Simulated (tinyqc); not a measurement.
Thin-body transistor below threshold, two-dimensional Poisson equation on a small mesh: two steps of the calculation.

A thin body on a thick buried insulator of low permittivity, taken as carrying no normal field at the bottom of the body (row 0). Mobile charge is neglected (subthreshold), the body is fully depleted, and potentials are counted from the intrinsic level; rows run upward to the gate, columns from source to drain.

Values chosen for this exercise:
```
symbol  value  unit                  meaning
T         350     K              temperature
Vbi      0.56     V  potential of the source
```

Constants: q = 1.602176634e-19 C, kB = 1.380649e-23 J/K, Vt = kB T/q. Results are converted to the units shown.

Question 1. Over-relaxation sweep (omega = 1.41). Free nodes: rows 0..3, columns 1..4, taken row by row from row 0, left to right. t = (up psi(above) + dn psi(below) + lat [psi(left) + psi(right)] + s)/(up + dn + 2 lat), with the newest neighbours; psi(new) = psi + 1.41 (t - psi).

psi at the start (fixed values on the edges, free nodes at the gate value) (V):

|  | j=0 | j=1 | j=2 | j=3 | j=4 | j=5 |
|---|---|---|---|---|---|---|
| row 0 | 0.5600000 | -0.0900000 | -0.0900000 | -0.0900000 | -0.0900000 | 1.5600000 |
| row 1 | 0.5600000 | -0.0900000 | -0.0900000 | -0.0900000 | -0.0900000 | 1.5600000 |
| row 2 | 0.5600000 | -0.0900000 | -0.0900000 | -0.0900000 | -0.0900000 | 1.5600000 |
| row 3 | 0.2350000 | -0.0900000 | -0.0900000 | -0.0900000 | -0.0900000 | 0.7350000 |
| row 4 | -0.0900000 | -0.0900000 | -0.0900000 | -0.0900000 | -0.0900000 | -0.0900000 |

| row | up | dn | lat | s (V) |
|---|---|---|---|---|
| 0 | 40.56 | 0 | 1.6875000 | -0.098799400 |
| 1 | 40.56 | 40.56 | 3.375 | -0.19759880 |
| 2 | 46.8 | 40.56 | 2.5528846 | -0.098799400 |
| 3 | 46.8 | 46.8 | 1.7307692 | 0 |

Wanted: psi after iteration 1.

Answer 1.

psi after iteration 1 (V):

|  | j=0 | j=1 | j=2 | j=3 | j=4 | j=5 |
|---|---|---|---|---|---|---|
| row 0 | 0.5600 | -0.0580 | -0.0914 | -0.0932 | -0.0040 | 1.5600 |
| row 1 | 0.5600 | -0.0371 | -0.0912 | -0.0954 | 0.0519 | 1.5600 |
| row 2 | 0.5600 | -0.0335 | -0.0901 | -0.0948 | 0.0603 | 1.5600 |
| row 3 | 0.2350 | -0.0434 | -0.0889 | -0.0932 | 0.0328 | 0.7350 |
| row 4 | -0.0900 | -0.0900 | -0.0900 | -0.0900 | -0.0900 | -0.0900 |

Question 2. Barrier, swing and barrier lowering. The barrier is read along row 0, the path farthest from the gate. Take the node j of lowest psi: barrier Vbi - psi_j; swing Vt ln 10/(d psi_j/dVg); DIBL = (d psi_j/dVd)/(d psi_j/dVg). The derivatives solve the same equations with s = 0 and a unit change of that voltage.

converged psi (V):

|  | j=0 | j=1 | j=2 | j=3 | j=4 | j=5 |
|---|---|---|---|---|---|---|
| row 0 | 0.5600000 | 0.0818026 | -0.0374047 | 0.0170649 | 0.3616062 | 1.5600000 |
| row 1 | 0.5600000 | 0.0693027 | -0.0421947 | 0.0074323 | 0.3285176 | 1.5600000 |
| row 2 | 0.5600000 | 0.0301213 | -0.0555200 | -0.0199165 | 0.2245464 | 1.5600000 |
| row 3 | 0.2350000 | -0.0259574 | -0.0715713 | -0.0529008 | 0.0770370 | 0.7350000 |
| row 4 | -0.0900000 | -0.0900000 | -0.0900000 | -0.0900000 | -0.0900000 | -0.0900000 |

d psi/dVg on row 0: j=0 0.00000000, j=1 0.71165220, j=2 0.90922367, j=3 0.90922367, j=4 0.71165220, j=5 0.00000000
d psi/dVd on row 0: j=0 0.0000000, j=1 0.0042721, j=2 0.0181534, j=3 0.0726230, j=4 0.2840757, j=5 1.0000000

Find: j; barrier; swing; DIBL.

Answer 2.

j = 2
barrier = 0.59740 V
swing = 76.381 mV/decade
DIBL = 19.966 mV/V

Numbers from tinyqc (`OMP_NUM_THREADS=1 python tinyqc.py 2480071 2480072 out.jsonl`; about 0.1 s on one thread of a shared Intel Xeon 2.30GHz).
